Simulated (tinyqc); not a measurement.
Inside a calculation. Model: leakage currents through a thin dielectric. Computed by tinyqc, a small Python program that keeps every step. Command: `OMP_NUM_THREADS=1 python tinyqc.py 3024484 3024485 out.jsonl leak walk`. One thread of a shared host (Intel(R) Xeon(R) Processor @ 2.30GHz), about 0.01 s of CPU time with the checks. Intermediate numbers are printed to about 6 digits and carried at full precision; extremes and crossings named in words are read from the listed rows.

Electrons leave an electrode with Fermi energy E_F above its band bottom; barriers are counted from the Fermi level, and both electrodes are alike.

Inputs (values chosen for the exercise, modelled on a low-k dielectric):
```
quantity                           value  unit
barrier height phi_B                2.62    eV
tunnelling mass m                   0.48   m_0
static permittivity k               2.72     -
optical permittivity k_o            1.91     -
trap depth phi_t                       1    eV
Poole-Frenkel prefactor sigma_0  7.1e-07  S/cm
thickness t                          1.4    nm
electrode Fermi energy E_F          0.29    eV
electrode mass m_e                     1   m_0
voltage V                           0.27     V
temperature T                        473     K
```

Stack: single layer.

Constants: m_0 = 9.1093837015e-31 kg; e = 1.602176634e-19 C; hbar = 1.054571817e-34 J s; k_B = 8.617333262e-05 eV/K; k_B = 1.380649e-23 J/K; eps_0 = 8.8541878128e-12 F/m; h = 6.62607015e-34 J s.

## Fields

Field F = V/t; equivalent oxide thickness 3.9 t/k.

field F = 1.92857 MV/cm

equivalent oxide thickness = 2.00735 nm

## Transmission at the Fermi level

WKB: a layer of mass m, field F and barrier b(x) = b_0 - e F x gives the exponent (4 sqrt(2 m)/(3 hbar e F)) [b_0^(3/2) - max(b_0 - e F t, 0)^(3/2)] for b_0 > 0; b_0 = barrier - (E - E_F); the transmission is D(E) = exp(-sum of exponents), without image force.

exponent of the dielectric = 15.6649

transmission D(E_F) = 1.57337e-07

At E_F the barrier of the dielectric is trapezoidal (direct tunnelling).

## Tunnel current

Tsu-Esaki: J = (e m_e k_B T/(2 pi^2 hbar^3)) int D(E) ln[(1 + exp((E_F - E)/k_B T))/(1 + exp((E_F - eV - E)/k_B T))] dE over the normal energy E (its change with the mass at an interface is neglected) from max(0, E_F - 3 eV) to E_F + largest barrier, by 100 Gauss-Legendre points in each part, split at E_F - 0.3 eV (if inside the range) and E_F + 8 k_B T. The mean energy weights E - E_F by the integrand.

tunnel current density = 64.9105 A/cm^2

mean energy of the current above E_F = -0.155199 eV

The current flows close to or below E_F.

## Thermal currents

Schottky emission J = A T^2 exp(-(phi_B - sqrt(e^3 F/(4 pi k_o eps_0)))/k_B T), A = 4 pi e m k_B^2/h^3 with the tunnelling mass; Poole-Frenkel J = sigma_0 F exp(-(phi_t - sqrt(e^3 F/(pi k_o eps_0)))/k_B T); both use the field F of the dielectric.

Schottky lowering = 0.381309 eV

Poole-Frenkel lowering = 0.762618 eV

Schottky current density = 1.81006e-17 A/cm^2

Poole-Frenkel current density = 0.00404770 A/cm^2

The Poole-Frenkel lowering is twice the Schottky one, because the charge of a trap is fixed while an image charge moves with the electron.

## Which mechanism rules?

The formulas are those given above.

Current densities (A/cm^2):
```
V (V)  F (MV/cm)  tunnelling     Schottky  Poole-Frenkel
0.054    0.38571     17.1696  1.02760e-19    2.60914e-08
0.095    0.67857     28.8185  4.02551e-19    7.04407e-07
0.140    1.00000     40.1983  1.31959e-18    1.11548e-05
0.190    1.35714     51.0953  4.00916e-18    1.39739e-04
0.230    1.64286     58.5163  8.80413e-18    8.15752e-04
0.270    1.92857     64.9105  1.81006e-17    4.04770e-03
0.320    2.28571     71.8813  4.14869e-17    2.52017e-02
0.410    2.92857     83.6733  1.59005e-16    4.74314e-01
```

The largest current is tunnelling from 0.0540 to 0.410 V. Over the table tunnelling grows by 0.7 decades, Schottky by 3.2 and Poole-Frenkel by 7.3. A plot of ln(J/F) against sqrt(F) for the Poole-Frenkel column has the slope 13.47 per sqrt(MV/cm), from which k_o follows; reading it as Schottky emission would give about k_o/4.

Checks made by the program: energy integral against adaptive quadrature (relative difference below 1e-10).
